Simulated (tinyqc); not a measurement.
Inside a calculation. Model: IGBT as a p-i-n diode in series with a MOS channel, on-state and switching loss.

Computed by the program tinyqc: `OMP_NUM_THREADS=1 python tinyqc.py 2590101 2590102 out.jsonl`, one thread of a shared Intel Xeon 2.30GHz, about 0.01 s for the whole run. Printed values are rounded.

High injection (n = p) in a drift layer from x = -W/2 (anode) to +W/2 (cathode side), recombination only in the layer with lifetime tau, ideal emitters. The channel feeds the cathode side and carries the whole current. Auger recombination, carrier-carrier scattering, emitter losses and the carrier dip under the p body are left out.

Inputs (values chosen for the exercise); material values close to those of silicon: temperature T = 400 K; band gap Eg = 1.12 eV; conduction-band density of states at T Nc = 4.33e19 cm^-3; valence-band density of states at T Nv = 4.03e19 cm^-3; electron mobility mn = 743 cm^2/(V s); hole mobility mp = 255 cm^2/(V s); width of the drift layer W = 70 um; doping of the drift layer Nd = 1.2e14 cm^-3; high-injection lifetime tau = 0.64 us; current density J = 150 A/cm^2; channel and accumulation resistance Rch = 1.1 mohm cm^2; link voltage Vdc = 400 V; turn-off energy per stored charge and link voltage ks = 0.11; switching frequency f = 2 kHz.

Constants: q = 1.602176634e-19 C, kB = 1.380649e-23 J/K, Vt = kB T/q. Results are converted to the units shown.

## Ambipolar length

b = mn/mp, B = (b - 1)/(b + 1), La = sqrt(2 Vt mn mp tau/(mn + mp)), y = W/(2 La).

b = 2.91373
B = 0.488978
La = 28.9415 um
y = 1.20934

## Carrier profile

```
point,2 x/W
0,-1
1,-0.75
2,-0.5
3,-0.25
4,0
5,0.25
6,0.5
7,0.75
8,1
```

n(x) = (tau J/(2 q La))[cosh(x/La)/sinh y - B sinh(x/La)/cosh y]. x/La = (2 x/W) y.

```
point,n (cm^-3)
0,1.66093e17
1,1.26429e17
2,9.84093e16
3,7.94536e16
4,6.78160e16
5,6.24246e16
6,6.27827e16
7,6.89233e16
8,8.14122e16
```

The density is 2.04 times higher at the anode than at the cathode side, since holes are the slower carriers; its smallest listed value is 520 times Nd.

## On-state voltage

n(x) = (tau J/(2 q La))[cosh(x/La)/sinh y - B sinh(x/La)/cosh y]. Vm = Vt [(8 b/(b + 1)^2)(sinh y/s) arctan(s sinh y) + B ln((1 + B tanh^2 y)/(1 - B tanh^2 y))], s = sqrt(1 - B^2 tanh^2 y); Vj = Vt ln(n(-W/2) n(W/2)/ni^2), ni = sqrt(Nc Nv) exp(-Eg/(2 Vt)), Eg in volts; Vc = J Rch; Von = Vm + Vj + Vc.

Vm = 0.0952129 V
Vj = 0.714367 V
Vc = 0.165 V
Von = 0.974580 V

Vm does not depend on J, since the carrier density grows with it. Junctions, layer and channel take 73, 9.8 and 17 % of Von.

## Stored charge, losses and the unipolar alternative

Stored charge tau J, turn-off energy Eoff = ks tau J Vdc, loss at half duty 0.5 J Von + f Eoff. A unipolar device on the same layer has Vu = J (W/(q mn Nd) + Rch).

stored charge = 96 uC/cm^2
Eoff = 4.224 mJ/cm^2
conduction loss = 73.0935 W/cm^2
switching loss = 8.448 W/cm^2
Vu = 73.6686 V

Both losses would be equal at f = 17.3 kHz.
